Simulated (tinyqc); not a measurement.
Comparisons within one model: ellipsoidal valleys in the axes of a wafer and a channel. A value that a table varies takes the place of the one given here.

Valleys with axes a along [111], [1-1-1], [-11-1] and [-1-11], one whole valley each; inverse mass tensor w = 1/mt + (1/ml - 1/mt) a a. Device axes: z = nz/|nz|, x = nx/|nx|, y = z cross x; in them a = (ax, ay, az). Confinement mass mz = 1/w_zz. In the plane w_ij is replaced by u_ij = w_ij - w_iz w_jz/w_zz (i, j = x, y); density-of-states mass md = 1/sqrt(det u); conductivity mass along x mc = 1/u_xx; ballistic transport mass mx = u_yy/det u, width mass my = 1/u_yy.

Hard walls: E_n = c (n pi/t)^2/mz, c = hbar^2/2m0, n = 1, 2, 3. Non-degenerate share of a valley proportional to md sum_n exp(-E_n/kT); mean 1/mc = sum of share/mc. 1 nm = 10 angstrom.

Constants: hbar^2/2m0 = 3.80998211 eV angstrom^2; kB = 8.617333262e-05 eV/K.

Inputs chosen for the exercise (near those of the L valleys of Ge; not measured data): ml = 1.59 m0 (longitudinal mass); mt = 0.082 m0 (transverse mass); t = 2.8 nm (thickness of the film); T = 400 K (temperature); nz = (0, 0, 1) (surface normal (confinement)); nx = (1, 0, 0) (channel direction).

## Wafer and channel orientation

For each face/channel: the lowest ladder (mz, number of valleys, md, E1, share) and the mean conductivity mass over all valleys.

Results:
```
face/channel     mz  valleys     md  E1 (meV)  share  mean mc
(001)/[100]   0.120        4  0.299     400.0  1.000   0.1525
(100)/[011]   0.120        4  0.299     400.0  1.000   0.1525
(110)/[001]   0.223        2  0.219     215.1  1.000   0.5846
(210)/[001]   0.190        2  0.237     252.1  1.000   0.3077
(111)/[11-2]  1.590        1  0.082      30.2  1.000   0.0820
(110)/[1-11]  0.223        2  0.219     215.1  1.000   0.1149
(112)/[11-1]  0.522        1  0.143      91.8  1.000   0.2495
```

The mean conductivity mass is lowest, 0.0820, for (111)/[11-2] and highest, 0.5846, for (110)/[001]; the bulk value is 0.1199. The confinement energy is lowest on the face with the heaviest mz ((111), 30 meV). The density of states of the lowest ladder, valleys times md, runs between 0.082 and 1.194; a small value limits the charge through the quantum capacitance. Rows with E1 above about 150 meV are beyond the parabolic range, and other valley families may lie lower.

## What each parameter does

Lowest E1, its share and the mean conductivity mass. Each row changes one parameter from the base and keeps the others.

Results:
```
case           lowest E1 (meV)   share  mean mc (m0)
base                    400.00  1.0000        0.1525
ml = 1.749 m0           399.08  1.0000        0.1535
mt = 0.09 m0            365.34  1.0000        0.1663
t = 2.52 nm             493.83  1.0000        0.1525
T = 440 K               400.00  1.0000        0.1525
```

The largest shifts from the base row, up to three for each result and ties (the steps differ in size, so this ranks the rows, not the parameters). lowest E1 (meV): t +93.83, mt -34.66, ml -0.91; unchanged at the printed digits by T. share: unchanged at the printed digits by ml, mt, t and T. mean mc (m0): mt +0.0138, ml +0.0010; unchanged at the printed digits by t and T.

(tinyqc, `OMP_NUM_THREADS=1 python tinyqc.py 1850830 1850831 out.jsonl`, Intel(R) Xeon(R) Processor @ 2.30GHz, 1 thread, shared host, about 0.01 s.)
